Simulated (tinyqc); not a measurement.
Polycrystalline film, grain-boundary barriers (Seto model): effect of the donor density.

One-dimensional grains of size Lg with donors N; each boundary has Qt acceptor-like traps per area at one level Et below the band edge. Trapped electrons qt deplete a width w = qt/N (both sides together) and raise a barrier Vb = q N w^2/(8 eps0 eps_r). Current crosses the barriers by thermionic emission at small bias. Abrupt depletion, full ionisation, Boltzmann statistics.

Partly depleted grains: the density at the grain centre is n0 = N and qt = Qt/(1 + 2 (Nc/N) exp((Vb - Et)/Vt)). If that gives qt >= N Lg, the grains are fully depleted: qt = N Lg, w = Lg and n0 = 2 Nc exp((Vb - Et)/Vt)/(Qt/(N Lg) - 1). Resistivity: barriers rb = Vt exp(Vb/Vt)/(q n0 vc Lg), grain interior rg = (1 - w/Lg)/(q mg N); effective mobility 1/(q N (rb + rg)).

Parameters, values chosen for the exercise; values close to those of polycrystalline silicon:
```
symbol    value        unit                                     meaning
T           325           K                                 temperature
eps_r      11.7              relative permittivity of the semiconductor
Lg           30          nm                                  grain size
Qt       3.9e12       cm^-2                  trap density at a boundary
mg          270  cm^2/(V s)                     mobility inside a grain
vc        9.5e6        cm/s          collection velocity at the barrier
Nc      3.16e19       cm^-3      conduction-band density of states at T
Et         0.47          eV              trap level below the band edge
```

Constants: q = 1.602176634e-19 C, kB = 1.380649e-23 J/K, Vt = kB T/q, eps0 = 8.8541878128e-14 F/cm where lengths are in cm. Results are converted to the units shown.

Result of one run:
```
N (cm^-3)	w/Lg	Vb (V)	n0 (cm^-3)	resistivity (ohm cm)
1.1e18	1.000	0.1914	1.662e16	342.7
```

What becomes of these results when the donor density N is changed from 1.1e18 to 2.7e17 cm^-3, all else the same?

Result of the changed run:
```
N (cm^-3)	w/Lg	Vb (V)	n0 (cm^-3)	resistivity (ohm cm)
2.7e17	1.000	0.04698	4.565e12	7190
```

The whole series:
```
N (cm^-3)	w/Lg	Vb (V)	n0 (cm^-3)	resistivity (ohm cm)
6.5e16	1.000	0.01131	2.565e11	3.581e4
1.3e17	1.000	0.02262	8.108e11	1.696e4
2.7e17	1.000	0.04698	4.565e12	7190
5.5e17	1.000	0.09570	7.272e13	2570
1.1e18	1.000	0.1914	1.662e16	342.7
2.3e18	0.5651	0.1278	2.300e18	0.2602
4.6e18	0.2826	0.06392	4.600e18	0.01667
9.4e18	0.1383	0.03128	9.400e18	0.004113
1.9e19	0.06842	0.01548	1.900e19	0.001694
3.9e19	0.03333	0.007540	3.900e19	7.788e-4
```

As N goes from 6.5e16 to 3.9e19 cm^-3, the barrier goes from 0.0113 through a maximum of 0.191 (at N = 1.1e18 cm^-3 among the rows listed) to 0.00754 V and the resistivity falls from 35800 to 7.79e-4 ohm cm. The grains are fully depleted in 5 of the 10 rows. The steepest fall, as N^(-9.7), lies between 1.1e18 and 2.3e18 cm^-3; N* = 1.30e18 cm^-3. The barrier grows with N while the grains are depleted and shrinks once they are not, hence the maximum. At N = 6.5e16, 1.3e17, 2.7e17, 9.4e18, 1.9e19, 3.9e19 cm^-3 the barrier is under 2 Vt, where the depletion and emission pictures are rough. For N = 1.9e19 to 3.9e19 cm^-3 N passes 0.3 Nc, where degeneracy and tunnelling through the thin barriers matter.

Numbers from tinyqc (`OMP_NUM_THREADS=1 python tinyqc.py 2610111 2610112 out.jsonl`; about 0.01 s on one thread of a shared Intel Xeon 2.30GHz).
